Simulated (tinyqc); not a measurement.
Inside a calculation: six-band Luttinger-Kohn model with strain. Values are carried at full precision from step to step, so a last printed digit may differ when a step is redone from the rounded ones.

Constants: hbar^2/2m0 = 3.80998211 eV angstrom^2.

Inputs chosen for the exercise (near those of Si; not measured data): C11 = 165.8 GPa; C12 = 62.4 GPa; C44 = 79.8 GPa; load = uniaxial [111] (kind of stress); X = 0.21 GPa (stress); Dso = 0.043 eV (spin-orbit splitting); g1 = 4.27 (Luttinger gamma1); g2 = 0.34 (gamma2); g3 = 1.44 (gamma3); av = 2.42 eV (valence hydrostatic potential); b = -2.15 eV (tetragonal shear potential); d = -4.7 eV (trigonal shear potential); k = (0.039, 0.04, 0.014) 1/angstrom (wave vector); kmax = 0.08 1/angstrom (end of the path).

## Strain from a uniaxial [111] stress

s11 = (C11 + C12)/((C11 - C12)(C11 + 2 C12)), s12 = -C12/((C11 - C12)(C11 + 2 C12)), s44 = 1/C44; exx = s11 sxx + s12 (syy + szz) and cyclic, exy = s44 sxy/2; tension is positive. A uniaxial stress X along the unit vector n is s_ij = X n_i n_j.

s11, s12, s44 (1/TPa): 7.5945  -2.0767  12.5313

strain tensor:
```
          x         y         z
x  0.000241  0.000439  0.000439
y  0.000439  0.000241  0.000439
z  0.000439  0.000439  0.000241
```

The volume changes by +0.072 %; there is shear in the cubic axes, so d enters.

## The terms P, Q, R, S at one k

P = c g1 k^2 - av tr(e); Q = c g2 (kx^2 + ky^2 - 2 kz^2) - (b/2)(exx + eyy - 2 ezz); R = c sqrt3 [-g2 (kx^2 - ky^2) + 2i g3 kx ky] + (sqrt3/2) b (exx - eyy) - i d exy; S = 2 c sqrt3 g3 (kx - i ky) kz - d (exz - i eyz); c = hbar^2/2m0, e the strain tensor (not engineering shear).

Form the four terms.

Terms (eV):

| term | from k | from strain |
|---|---|---|
| P | 0.05396 | -0.00175 |
| Q | 0.00354 | 0.00000 |
| R | 0.00018+0.02965i | 0.00206i |
| S | 0.01038-0.01064i | 0.00206-0.00206i |

## The Hamiltonian

Six-band Luttinger-Kohn model in the basis |3/2,3/2>, |3/2,1/2>, |3/2,-1/2>, |3/2,-3/2>, |1/2,1/2>, |1/2,-1/2>, electron energies, zero at the top of the unstrained valence band. H = -[rows: (P+Q, -S, R, 0, -S/r2, r2 R); (-S*, P-Q, 0, R, -r2 Q, r32 S); (R*, 0, P-Q, S, r32 S*, r2 Q); (0, R*, S*, P+Q, -r2 R*, -S*/r2); (-S*/r2, -r2 Q, r32 S, -r2 R, P+Dso, 0); (r2 R*, r32 S*, r2 Q, -S/r2, 0, P+Dso)], r2 = sqrt(2), r32 = sqrt(3/2). Levels are twofold.

Each term is the sum of its two parts.

H(k) (eV), lower triangle (Hermitian):
```
                  3/2,3/2          3/2,1/2         3/2,-1/2        3/2,-3/2  1/2,1/2  1/2,-1/2
3/2,3/2           -0.0557
3/2,1/2    0.0124+0.0127i          -0.0487
3/2,-1/2  -0.0002+0.0317i                0          -0.0487
3/2,-3/2                0  -0.0002+0.0317i  -0.0124-0.0127i         -0.0557
1/2,1/2    0.0088+0.0090i           0.0050  -0.0152+0.0156i  0.0003+0.0448i  -0.0952
1/2,-1/2  -0.0003+0.0448i  -0.0152-0.0156i          -0.0050  0.0088-0.0090i        0   -0.0952
```

## Levels and their make-up

Diagonalise H. The weights add +m and -m and are averaged over each pair; m is taken along z.

levels from the top, each twofold (eV): -0.0091  -0.0489  -0.1416

weights:
```
               top  second  third
|3/2,+-3/2>  0.551   0.139  0.310
|3/2,+-1/2>  0.350   0.503  0.148
|1/2,+-1/2>  0.099   0.359  0.542
```

The top pair is 55 % |3/2,+-3/2>, the second pair is 50 % |3/2,+-1/2> and the third pair is 54 % |1/2,+-1/2>.

## Band edges at k = 0
Diagonalise H at k = 0. The weights add +m and -m (m along z) and are averaged over each pair.

edges from the top (eV): 0.0053  -0.0012  -0.0419

weights at k = 0:
```
               top  second  third
|3/2,+-3/2>  0.500   0.492  0.008
|3/2,+-1/2>  0.500   0.492  0.008
|1/2,+-1/2>  0.000   0.016  0.984
```

The stress splits the top two pairs by 6.5 meV, 0.25 times kT at 300 K (25.85 meV); the third lies 47.2 meV below the top, against Dso = 43 meV without stress.

## Hole masses at the edges

Curvature at k = 0: m/m0 = -2 c h^2/(E(h u) + E(-h u) - 2 E(0)) with h = 0.0002 1/angstrom along the unit vector u.

Hole masses (m0):

| direction | top | second | third |
|---|---|---|---|
| [110] | 0.353 | 0.193 | 0.208 |
| [1-10] | 0.175 | 0.298 | 0.267 |
| [100] | 0.234 | 0.234 | 0.234 |
| [001] | 0.234 | 0.234 | 0.234 |

Of the directions listed, the top pair is lightest along [1-10] (0.175) and heaviest along [110] (0.353). These masses hold only for hole energies well below the splitting of 7 meV.

## Bands along [110] and [001]

Six points from 0 to kmax in each direction.

Levels (eV):

| direction | \|k\| (1/angstrom) | top | second | third | top, no stress | second, no stress |
|---|---|---|---|---|---|---|
| [110] | 0.000 | 0.0053 | -0.0012 | -0.0419 | 0.0000 | 0.0000 |
| [110] | 0.016 | 0.0031 | -0.0065 | -0.0469 | -0.0016 | -0.0064 |
| [110] | 0.032 | -0.0010 | -0.0218 | -0.0649 | -0.0056 | -0.0231 |
| [110] | 0.048 | -0.0052 | -0.0428 | -0.1022 | -0.0102 | -0.0447 |
| [110] | 0.064 | -0.0092 | -0.0685 | -0.1600 | -0.0144 | -0.0705 |
| [110] | 0.080 | -0.0131 | -0.1003 | -0.2367 | -0.0183 | -0.1023 |
| [001] | 0.000 | 0.0053 | -0.0012 | -0.0419 | 0.0000 | 0.0000 |
| [001] | 0.016 | 0.0012 | -0.0054 | -0.0461 | -0.0035 | -0.0048 |
| [001] | 0.032 | -0.0103 | -0.0185 | -0.0589 | -0.0140 | -0.0190 |
| [001] | 0.048 | -0.0285 | -0.0405 | -0.0812 | -0.0315 | -0.0416 |
| [001] | 0.064 | -0.0534 | -0.0700 | -0.1143 | -0.0560 | -0.0714 |
| [001] | 0.080 | -0.0850 | -0.1056 | -0.1595 | -0.0875 | -0.1070 |

## Checks

- Levels against the same model in the basis X, Y, Z times spin: they agree to 1e-10 or better.

Program tinyqc; command `OMP_NUM_THREADS=1 python tinyqc.py 1051372 1051373 out.jsonl`; about 0.2 s on one thread of a shared Intel(R) Xeon(R) Processor @ 2.30GHz.
